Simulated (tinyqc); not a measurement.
## Trench capacitor in an array: capacitance, non-linearity, leakage and relaxation: charge lost after writing

A film between two metal electrodes, each interface adding a series capacitance ci. The small-signal permittivity is ek (1 + aq E^2); the field is found with the linear permittivity. Leakage J = J0 sinh(E/Ef). After a voltage step the film passes a relaxation current kr C V tt^(-nr), tt being the time in seconds. The sidewall is a coaxial capacitor with radii a = dm/2 - t and b = dm/2, depth AR dm; the end face is left out.

Planar film: Cf = eps0 ek/t, 1/C = 1/Cf + 2/ci, EOT = 3.9 eps0/C, effective permittivity C t/eps0, E = (V/t) C/Cf. A capacitor written for t0 and then left open loses, as a share of C V, kr (tt^(1 - nr) - t0^(1 - nr))/(1 - nr) by relaxation and J tt/(C V) by leakage; both are taken as small, and rows far outside that range are left out.

Values chosen for this exercise; permittivity of the order of that of zirconium oxide:
- ek = 38.2 (relative permittivity of the film)
- t = 11 nm (film thickness)
- ci = 1000 uF/cm^2 (capacitance of each electrode interface (dead layer and screening))
- aq = 0.015 cm^2/MV^2 (quadratic field coefficient of the permittivity)
- V = 2.3 V (bias)
- nr = 0.972 (exponent of the relaxation current)
- kr = 0.0014 (strength of the relaxation)
- J0 = 3.3e-10 A/cm^2 (leakage prefactor)
- Ef = 0.27 MV/cm (field for an e-fold rise of the leakage)
- t0 = 2e-8 s (duration of the write pulse)

Constants: eps0 = 8.8541878128e-14 F/cm where lengths are in cm. Results are converted to the units shown.

The same in every row: leakage current (nA/cm^2) = 363.2.

Result of one run:

| relaxation current (nA/cm^2) | loss by relaxation (%) | loss by leakage (%) | total loss (%) |
|---|---|---|---|
| 865.0 | 1.351 | 0.05167 | 1.403 |

Which time since the start of the write pulse tt gave this result: 1e-5, 0.0001, 0.01 or 0.1 s?

tt = 0.01 s.

The whole series:

| tt (s) | relaxation current (nA/cm^2) | loss by relaxation (%) | loss by leakage (%) | total loss (%) |
|---|---|---|---|---|
| 1e-6 | 6.684e6 | 0.3523 | 5.167e-6 | 0.3523 |
| 1e-5 | 7.129e5 | 0.5785 | 5.167e-5 | 0.5786 |
| 0.0001 | 7.603e4 | 0.8197 | 5.167e-4 | 0.8202 |
| 0.001 | 8110 | 1.077 | 0.005167 | 1.082 |
| 0.01 | 865.0 | 1.351 | 0.05167 | 1.403 |
| 0.1 | 92.26 | 1.644 | 0.5167 | 2.161 |

The two currents are equal at tt = 0.0244 s. The loss by relaxation grows from 0.352 to 1.64 %, by 0.226 points over the first decade and 0.293 over the last, while the loss by leakage grows tenfold a decade. Relaxation is the larger loss in every row.

tinyqc, about 0.01 s, one thread, Intel Xeon 2.30GHz (shared host): `OMP_NUM_THREADS=1 python tinyqc.py 2102068 2102069 out.jsonl`
